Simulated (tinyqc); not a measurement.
Do the excited 1s states matter for ionisation? Model: valley-orbit splitting of a donor ground state, with strain. Computed by tinyqc, a small Python program. Command: `OMP_NUM_THREADS=1 python tinyqc.py 3012652 3012653 out.jsonl valleyorbit walk`. One thread of a shared host (Intel(R) Xeon(R) Processor @ 2.30GHz), about 0.01 s of CPU time with the checks.

The basis is the 1s envelope in each valley; energies are counted from the unstrained conduction-band edge. The strain is e_s (a a^T - 1/3) for the unit stress axis a, so valley j along n_j moves by Xi_u e_s w_j with w_j = (n_j.a)^2 - 1/3: +1/6 for x and y, -1/3 for z. The splitting at the zone boundary that a [110] shear adds for <100> valleys is left out.

Inputs (values chosen for the exercise, modelled on donors in silicon):
```
quantity                                    value   unit
single-valley binding energy E_0             31.8    meV
central-cell shift Lambda                    3.07    meV
coupling Delta_1                             4.33    meV
coupling Delta_2                             3.12    meV
shear deformation potential Xi_u             8.93     eV
donor density N_D                         7.8e+15  cm^-3
density-of-states mass of one valley m_e    0.336    m_0
```

Valleys: six along <100>. Stress axis: [110].

Constants: k_B = 8.617333262e-05 eV/K; m_0 = 9.1093837015e-31 kg; k_B = 1.380649e-23 J/K; h = 6.62607015e-34 J s.

Method:
- By symmetry: E(A1) = E_0 + Lambda + 4 Delta_1 + Delta_2 (one state), E(T2) = E_0 + Lambda - Delta_2 (three), E(E) = E_0 + Lambda - 2 Delta_1 + Delta_2 (two), as binding energies.
- H_jj = -(E_0 + Lambda) + Xi_u e_s w_j; H_jk = -Delta_2 between opposite valleys and -Delta_1 between perpendicular ones.
- z = sum over levels of exp(-(E - E_ground)/k_B T), the ground-state share being 1/z; N_c = 2 (2 pi m_e k_B T/h^2)^(3/2) sum_j exp(-(shift_j - lowest shift)/k_B T); n1 = N_c/(2 z) exp(-binding/k_B T), binding = lowest shift - E_ground; without compensation n = 2 N_D/(1 + sqrt(1 + 4 N_D/n1)) (Boltzmann statistics; p and higher states left out).
- No strain here. The last two columns set z = 1, with the A1 depth, or use one level at E_0 with z equal to the number of valleys.

E(A1) = 55.31 meV

Ionised share:
```
T (K)       z  all 1s states  ground state alone  no splitting
32     1.0007     3.5675e-04          3.5688e-04       0.01029
53     1.0240     2.7015e-02          2.7333e-02       0.13779
80     1.1446     2.3773e-01          2.5195e-01       0.47439
120    1.4695     6.9029e-01          7.5072e-01       0.81744
160    1.8471     8.8970e-01          9.3417e-01       0.92900
260    2.6754     9.8000e-01          9.9233e-01       0.98416
430    3.5806     9.9511e-01          9.9862e-01       0.99565
```

What does the comparison show, and why?

z grows from 1.001 to 3.58 of at most 6. Leaving out the excited states overstates the ionised share by up to 8.8 % (at 120 K); ignoring the splitting misses by a factor 28.9 at the lowest T and 1.00 at the highest.

Extremes, crossings and ranges named in words are read from the listed rows.
